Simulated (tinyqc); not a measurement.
Worked calculation: lattice vibrations of a chain. Computed by tinyqc, a small Python program that keeps every step. Command: `OMP_NUM_THREADS=1 python tinyqc.py 26654 26655 out.jsonl` (the two numbers bound the seeds that draw the settings). One thread of a shared host (Intel(R) Xeon(R) Processor @ 2.60GHz), about 0.01 s of CPU time with the checks.

## Dynamical matrix at q = 0.36

A chain moving along its axis:
```
atom                mass (u)  spring to the next atom (eV/angstrom^2)
1                  86.000000                                18.400000
2                  30.700000                                10.800000
3                  84.500000                                 9.000000
second neighbours          -                                 2.800000
```

q is in units of 2 pi/a. A spring k from atom i to atom j, n cells on, adds k to Phi_ii and Phi_jj, -k exp(2 pi i q n) to Phi_ij and the conjugate to Phi_ji (for one atom a cell: 2k (1 - cos 2 pi q n)); D_ij = Phi_ij / sqrt(m_i m_j).

D(q) (eV/(angstrom^2 u)):
$$\begin{pmatrix}
0.383721 & -0.323361+0.041987i & 0.034451+0.081348i \\
-0.323361-0.041987i & 1.133550 & -0.177002+0.042359i \\
0.034451-0.081348i & -0.177002-0.042359i & 0.300592
\end{pmatrix}$$

## Frequencies

omega^2 are the eigenvalues; wavenumber = 521.4708 sqrt(eigenvalue) 1/cm.

eigenvalues: [0.164500, 0.366694, 1.286668]

wavenumbers (1/cm): [211.5, 315.8, 591.5]

weights |e|^2 of the mass-weighted modes, order atom 1, atom 2, atom 3:
$$\begin{pmatrix}
0.435246 & 0.450587 & 0.114167 \\
0.097092 & 0.048006 & 0.854902 \\
0.467662 & 0.501407 & 0.030931
\end{pmatrix}$$

## Dispersion and heat capacity

C/k_B per atom = mean over q = (j + 1/2)/80, j = 0..39 and all branches of y^2 e^y/(e^y - 1)^2, y = hc wavenumber / k_B T.

Wavenumbers (1/cm):
```
q           branch 1    branch 2    branch 3
0.000000    0.000000  356.145638  606.213765
0.062500   39.876217  355.020798  605.561694
0.125000   79.153448  351.609760  603.688788
0.187500  117.239768  345.803708  600.840642
0.250000  153.558068  337.427273  597.409073
0.312500  187.552857  326.260199  593.896501
0.375000  218.679695  312.101094  590.852726
0.437500  246.223195  295.029276  588.784094
0.500000  264.322044  280.472487  588.050922
```

Heat capacity:
```
T (K)  C/k_B per atom
20           0.048022
50           0.126780
100          0.297830
200          0.596179
300          0.763201
600          0.927052
1200         0.980657
```

zero-point energy per atom = 22.207559 meV
